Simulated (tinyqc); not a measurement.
Haynes-Shockley experiment: drift, diffusion and decay of a minority-carrier pulse: one step, computed by the program tinyqc.

A thin sheet of excess carriers is made at x = 0, t = 0 in a long uniform bar; injection is low, so the pulse moves with the minority mobility.

Problem. Simple reading of the pulse. With w the full width at half maximum: mu = d/(F t_p); D = (w d)^2/(16 ln2 t_p^3); Einstein ratio D/mu against k_B T/e.

Inputs (values chosen for the exercise, modelled on holes in n-type silicon in a lightly doped bar):
```
quantity,value,unit
minority mobility mu,473,cm^2/(V s)
temperature T,330,K
field F,39,V/cm
distance d to the collector,1.2,cm
```

time of the peak t_p = 64.86117 microsecond

width at half maximum = 5.319435 microsecond

D = 13.45080 cm^2/s

Constants: k_B = 8.617333262e-05 eV/K.

Give: apparent mobility; apparent D; apparent D/mu; error of mu; error of D.

Solution.

apparent mobility = 474 cm^2/(V s)

apparent D = 13.5 cm^2/s

apparent D/mu = 28.4 mV

error of mu = 0.293 %

error of D = 0.103 %
